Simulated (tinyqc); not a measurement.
Conductance against temperature: thermal boundary conductance by the acoustic and diffuse mismatch models. Computed by tinyqc, a small Python program. Command: `OMP_NUM_THREADS=1 python tinyqc.py 3010433 3010434 out.jsonl kapitza walk`. One thread of a shared host (Intel(R) Xeon(R) Processor @ 2.30GHz), about 0.01 s of CPU time with the checks.

Each side has one longitudinal and two transverse Debye branches, omega = v q up to q_D = (6 pi^2 n)^(1/3), with n counting all atoms. Scattering at the interface is elastic. Electrons are left out of G, also for metals. Melting is ignored. G refers to the temperatures of the phonons sent towards the interface. Linear branches over all atoms overstate G at high T, most for crystals with several atoms a cell.

Inputs (values chosen for the exercise, modelled on copper (side 1) and magnesium oxide (side 2)):
```
quantity,value,unit
density rho_1,9.01,g/cm^3
longitudinal velocity vL_1,5000,m/s
transverse velocity vT_1,2560,m/s
atom density n_1,83.6,1/nm^3
density rho_2,3.54,g/cm^3
longitudinal velocity vL_2,9490,m/s
transverse velocity vT_2,6180,m/s
atom density n_2,107,1/nm^3
```

Structure: superlattice.

Constants: hbar = 1.054571817e-34 J s; k_B = 1.380649e-23 J/K.

Method:
- omega_c = v q_D for each branch, given as hbar omega_c/k_B; impedance Z = rho v.
- No mode conversion. t(theta) = 4 Z_1 Z_2 cos(theta_1) cos(theta_2)/N^2, with N = Z_2 cos(theta_1) + Z_1 cos(theta_2) for L (the form for pressure waves) and N = Z_1 cos(theta_1) + Z_2 cos(theta_2) for both T branches (the form for shear waves polarised along the interface); sin(theta_2) = (v_2/v_1) sin(theta_1), and t = 0 beyond the critical angle arcsin(v_1/v_2); the mean over the incoming flux is alpha = 2 int t sin(theta_1) cos(theta_1) d theta_1 (64 Gauss-Legendre points).
- G = (k_B^4 T^3/(8 pi^2 hbar^3)) int W(x) x^4 e^x/(e^x - 1)^2 dx, x = hbar omega/(k_B T). Acoustic mismatch: W = sum over the three branches of alpha(1 to 2)/v_1^2, each up to the lower of its two cut-offs. Diffuse mismatch: W = S_1 S_2/(S_1 + S_2), where S_i sums 1/v^2 over the branches of side i still below their cut-off. Radiation limit: W = min(S_1, S_2). The integral is split at the four cut-offs (64 Gauss-Legendre points a piece, x at most 45).

Branches:
```
branch,v (m/s),cut-off (K),Z (1e6 kg/(m^2 s))
"L, side 1",5000,650.90,45.0500
"T, side 1",2560,333.26,23.0656
"L, side 2",9490,1341.34,33.5946
"T, side 2",6180,873.49,21.8772
```

Transmission:
```
branch,t at normal incidence,largest angle from side 1 (deg),"alpha, 1 to 2","alpha, 2 to 1"
L,0.978783,31.7942,0.265718,0.957225
T,0.999301,24.4714,0.156391,0.911397
```

G (MW/(m^2 K)):
```
T (K),acoustic mismatch,diffuse mismatch,radiation limit
2,0.0047583,0.0043716,0.0051754
5,0.074349,0.068306,0.080865
10,0.59479,0.54644,0.64692
20,4.7575,4.3710,5.1750
40,35.701,33.528,40.233
80,161.35,184.53,245.37
150,356.80,513.15,744.93
300,523.77,839.69,1259.9
600,589.26,973.67,1473.2
1000,605.15,1006.5,1525.7
```

All three follow T^3 at the cold end (exponent 3.00 for the diffuse model) and flatten at high T (exponent 0.06 at the hot end); the lowest cut-off is 333 K. The ratio of diffuse to acoustic goes from 0.92 to 1.66. The plateau is set by the frequencies that both sides share.

Extremes, crossings and ranges named in words are read from the listed rows.
